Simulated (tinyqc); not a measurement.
Electron continuity equation in a given potential, Scharfetter-Gummel discretisation: two steps of the calculation.

Steady state in one dimension: J = q mu n E + q D dn/dx with E = -dpsi/dx and D = mu Vt, dJ/dx = q (n/tau - G), fixed densities nL and nR at the ends. The potential is given, psi = U x/L, and is not changed by the electrons.

Values chosen for this exercise; mobility close to that of cadmium telluride at room temperature:
- T = 300 K (temperature)
- mu = 994 cm^2/(V s) (electron mobility)
- L = 2.7 um (length of the region)
- nL = 5.8e12 cm^-3 (density at x = 0)
- nR = 1.7e13 cm^-3 (density at x = L)
- tau = 4.5e-10 s (lifetime)
- G = 1.7e21 cm^-3 s^-1 (uniform generation rate)

Constants: q = 1.602176634e-19 C, kB = 1.380649e-23 J/K, Vt = kB T/q. Results are converted to the units shown.

Problem 1. Tridiagonal system for the inner nodes. Row i (1 to 9): B(-d_(i-1)) n_(i-1) + b_i n_i + B(d_i) n_(i+1) = f_i with b_i = -B(-d_i) - B(d_(i-1)) - h^2/(D tau) and f_i = -G h^2/D; the known end values are moved to the right: f_1 loses B(-d_0) nL and f_9 loses B(d_9) nR. h = L/10, D = mu Vt.

```
interval      B(d_i)    B(-d_i)
0         0.20424044  2.8345979
1         0.20424044  2.8345979
2         0.20424044  2.8345979
3         0.20424044  2.8345979
4         0.20424044  2.8345979
5         0.20424044  2.8345979
6         0.20424044  2.8345979
7         0.20424044  2.8345979
8         0.20424044  2.8345979
9         0.20424044  2.8345979
```

Give: diagonal b; right side f.

Solution 1.

```
node  diagonal b  right side f (cm^-3)
1         -3.102             -1.649e13
2         -3.102             -4.823e10
3         -3.102             -4.823e10
4         -3.102             -4.823e10
5         -3.102             -4.823e10
6         -3.102             -4.823e10
7         -3.102             -4.823e10
8         -3.102             -4.823e10
9         -3.102             -3.520e12
```

Problem 2. Densities and current. B(d_i) and B(-d_i) are the Bernoulli factors of the potential steps, b and f the diagonal and right side. Solve B(-d_(i-1)) n_(i-1) + b_i n_i + B(d_i) n_(i+1) = f_i (end values already in f), then J_i = (q D/h) [n_(i+1) B(d_i) - n_i B(-d_i)], h = L/10, D = mu Vt.

```
interval      B(d_i)    B(-d_i)
0         0.20424044  2.8345979
1         0.20424044  2.8345979
2         0.20424044  2.8345979
3         0.20424044  2.8345979
4         0.20424044  2.8345979
5         0.20424044  2.8345979
6         0.20424044  2.8345979
7         0.20424044  2.8345979
8         0.20424044  2.8345979
9         0.20424044  2.8345979
```

```
node  diagonal b  right side f (cm^-3)
1     -3.1018810         -1.6488895e13
2     -3.1018810         -4.8227630e10
3     -3.1018810         -4.8227630e10
4     -3.1018810         -4.8227630e10
5     -3.1018810         -4.8227630e10
6     -3.1018810         -4.8227630e10
7     -3.1018810         -4.8227630e10
8     -3.1018810         -4.8227630e10
9     -3.1018810         -3.5203151e12
```

Wanted: n; J.

Solution 2.

n, node 0 to 10 (cm^-3): 5.800e12  5.682e12  5.567e12  5.455e12  5.346e12  5.239e12  5.134e12  5.036e12  4.993e12  5.698e12  1.700e13
J, interval 0 to 9 (A/cm^2): -2.330  -2.283  -2.237  -2.191  -2.147  -2.104  -2.062  -2.021  -1.981  -1.933

Computed by the program tinyqc: `OMP_NUM_THREADS=1 python tinyqc.py 2220008 2220009 out.jsonl`, one thread of a shared Intel Xeon 2.30GHz, about 0.01 s for the whole run.
